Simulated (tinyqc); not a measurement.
Input admittance of a MOSFET at zero drain bias: distributed channel and distributed gate: one step of the calculation.

Source and drain grounded, strong inversion, w = 2 pi f, Cox = eps0 eox/tox. The channel is an RC line of resistance 1/(mu Cox Vo) per square fed from both ends, so one finger has the intrinsic admittance y = i w Cox L tanh(g)/g per width, g = (1/2) sqrt(i w tau), tau = L^2/(mu Vo). The vertical resistance rv/L is in series with y, the overlaps 2 i w Cov in parallel: y_t = 1/(1/y + rv/L) + 2 i w Cov. The gate strip is a line of Rsh/L per length loaded by y_t, so a finger has Y = y_t Wf tanh(k)/k, k = (Wf/sd) sqrt(y_t Rsh/L); the device has Nf Y.

Problem. Low-frequency resistances and capacitance. Low-frequency limits, with c = Cox L and ct = c + 2 Cov: R_strip = Rsh Wf/(3 sd^2 L Nf), R_ch = (c/ct)^2 L/(12 mu Cox Vo Wf Nf), R_vert = (c/ct)^2 rv/(L Wf Nf), C = ct Wf Nf.

Inputs (values chosen for the exercise); values of the order met in silicon radio-frequency transistors:
- eox = 3.9 (relative permittivity of the gate insulator (close to silicon dioxide))
- tox = 1.7 nm (insulator thickness)
- L = 0.051 um (channel length)
- Wf = 6.4 um (finger width)
- Nf = 8 (number of fingers)
- mu = 240 cm^2/(V s) (channel mobility)
- Vo = 0.32 V (gate overdrive)
- Rsh = 33 ohm/square (sheet resistance of the gate)
- rv = 0 ohm um^2 (vertical resistivity of the gate stack)
- sd = 2 (number of ends at which a finger is contacted)
- Cov = 0.26 fF/um (overlap and fringe capacitance on each side)

Constants: eps0 = 8.8541878128e-14 F/cm where lengths are in cm. Results are converted to the units shown.

Wanted: parts; sum; C; 1/(2 pi R C).

Solution.

parts (ohm): strip 43.14, channel 0.2359, vertical 0
sum = 43.37 ohm
C = 79.66 fF
1/(2 pi R C) = 46.06 GHz

The strip term is the largest, 99.5 % of the sum.

Computed by the program tinyqc: `OMP_NUM_THREADS=1 python tinyqc.py 2262237 2262238 out.jsonl`, one thread of a shared Intel Xeon 2.30GHz, about 0.01 s for the whole run.
